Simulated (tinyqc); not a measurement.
Pariser-Parr-Pople SCF with singles CI, for the molecule c1ccc2[nH]ccc2c1 (SMILES; centres numbered as the heavy atoms are written), step by step. One step of it, computed by the program tinyqc.

Question. Iteration 2: Fock matrix. F_rr = H_rr + P_rr gamma_rr / 2 + sum_(s != r) P_ss gamma_rs; F_rs = H_rs - P_rs gamma_rs / 2; E = tr P (H + F) / 2 + core repulsion sum_(r<s) z_r z_s gamma_rs.

P after iteration 1, order 1C, 2C, 3C, 4C, 5N, 6C, 7C, 8C, 9C:
```
[[1.019633, 0.593857, -0.029408, -0.249871, 0.123310, 0.047439, -0.157794, -0.010320, 0.735654],
 [0.593857, 1.006109, 0.733964, -0.067806, -0.131864, 0.150554, 0.048172, -0.248189, 0.004774],
 [-0.029408, 0.733964, 1.057943, 0.546148, -0.134761, -0.069059, 0.087315, 0.009611, -0.357983],
 [-0.249871, -0.067806, 0.546148, 1.152030, 0.493577, -0.254861, -0.118605, 0.535137, 0.050645],
 [0.123310, -0.131864, -0.134761, 0.493577, 1.483448, 0.561352, -0.321125, -0.218764, 0.076234],
 [0.047439, 0.150554, -0.069059, -0.254861, 0.561352, 1.156578, 0.730154, -0.082022, -0.160854],
 [-0.157794, 0.048172, 0.087315, -0.118605, -0.321125, 0.730154, 1.111863, 0.548852, -0.033035],
 [-0.010320, -0.248189, 0.009611, 0.535137, -0.218764, -0.082022, 0.548852, 1.034865, 0.542947],
 [0.735654, 0.004774, -0.357983, 0.050645, 0.076234, -0.160854, -0.033035, 0.542947, 0.977530]]
```

core matrix H (eV), order 1C, 2C, 3C, 4C, 5N, 6C, 7C, 8C, 9C:
```
[[-54.697783, -2.390000, 0.000000, 0.000000, 0.000000, 0.000000, 0.000000, 0.000000, -2.390000],
 [-2.390000, -55.043965, -2.390000, 0.000000, 0.000000, 0.000000, 0.000000, 0.000000, 0.000000],
 [0.000000, -2.390000, -59.352361, -2.390000, 0.000000, 0.000000, 0.000000, 0.000000, 0.000000],
 [0.000000, 0.000000, -2.390000, -69.013730, -2.240000, 0.000000, 0.000000, -2.390000, 0.000000],
 [0.000000, 0.000000, 0.000000, -2.240000, -69.824222, -2.240000, 0.000000, 0.000000, 0.000000],
 [0.000000, 0.000000, 0.000000, 0.000000, -2.240000, -59.753646, -2.390000, 0.000000, 0.000000],
 [0.000000, 0.000000, 0.000000, 0.000000, 0.000000, -2.390000, -59.043408, -2.390000, 0.000000],
 [0.000000, 0.000000, 0.000000, -2.390000, 0.000000, 0.000000, -2.390000, -66.056970, -2.390000],
 [-2.390000, 0.000000, 0.000000, 0.000000, 0.000000, 0.000000, 0.000000, -2.390000, -57.870417]]
```

repulsion gamma_rs (eV), order 1C, 2C, 3C, 4C, 5N, 6C, 7C, 8C, 9C:
```
[[11.130000, 7.553862, 5.238761, 4.668310, 3.344402, 2.994014, 3.602572, 5.239019, 7.552439],
 [7.553862, 11.130000, 7.552439, 5.239019, 3.673456, 2.994014, 3.290647, 4.668310, 5.238761],
 [5.238761, 7.552439, 11.130000, 7.554960, 5.221088, 3.722468, 3.773491, 5.239602, 4.668463],
 [4.668310, 5.239019, 7.554960, 11.130000, 8.279310, 5.520570, 5.518787, 7.553862, 5.239602],
 [3.344402, 3.673456, 5.221088, 8.279310, 16.800000, 8.282514, 5.783982, 5.784282, 3.855186],
 [2.994014, 2.994014, 3.722468, 5.520570, 8.282514, 11.130000, 7.554514, 5.520570, 3.722468],
 [3.602572, 3.290647, 3.773491, 5.518787, 5.783982, 7.554514, 11.130000, 7.552082, 5.023351],
 [5.239019, 4.668310, 5.239602, 7.553862, 5.784282, 5.520570, 7.552082, 11.130000, 7.554960],
 [7.552439, 5.238761, 4.668463, 5.239602, 3.855186, 3.722468, 5.023351, 7.554960, 11.130000]]
```

Centres (angstrom, eV; a flat drawing with bonds scaled to 1.40 angstrom):
```
centre          x          y  core charge z          W   gamma_rr
1C       2.152000  -0.700000              1  11.160000  11.130000
2C       2.152000   0.700000              1  11.160000  11.130000
3C       0.939000   1.400000              1  11.160000  11.130000
4C      -0.273000   0.700000              1  11.160000  11.130000
5N      -1.605000   1.133000              2  25.600000  16.800000
6C      -2.427000   0.000000              1  11.160000  11.130000
7C      -1.605000  -1.133000              1  11.160000  11.130000
8C      -0.273000  -0.700000              1  11.160000  11.130000
9C       0.939000  -1.400000              1  11.160000  11.130000
```

Give: F; pi energy.

Answer.

F (eV), order 1C, 2C, 3C, 4C, 5N, 6C, 7C, 8C, 9C:
```
[[-5.2691, -4.6330, 0.0770, 0.5832, -0.2062, -0.0710, 0.2842, 0.0270, -5.1680],
 [-4.6330, -5.1942, -5.1616, 0.1776, 0.2422, -0.2254, -0.0793, 0.5793, -0.0125],
 [0.0770, -5.1616, -5.5892, -4.4531, 0.3518, 0.1285, -0.1647, -0.0252, 0.8356],
 [0.5832, 0.1776, -4.4531, -6.8368, -4.2832, 0.7035, 0.3273, -4.4112, -0.1327],
 [-0.2062, 0.2422, 0.3518, -4.2832, -9.4308, -4.5647, 0.9287, 0.6327, -0.1469],
 [-0.0710, -0.2254, 0.1285, 0.7035, -4.5647, -6.9160, -5.1480, 0.2264, 0.2994],
 [0.2842, -0.0793, -0.1647, 0.3273, 0.9287, -5.1480, -5.4784, -4.4625, 0.0830],
 [0.0270, 0.5793, -0.0252, -4.4112, 0.6327, 0.2264, -4.4625, -5.2660, -4.4410],
 [-5.1680, -0.0125, 0.8356, -0.1327, -0.1469, 0.2994, 0.0830, -4.4410, -5.0559]]
```

pi energy = -144.0117 eV
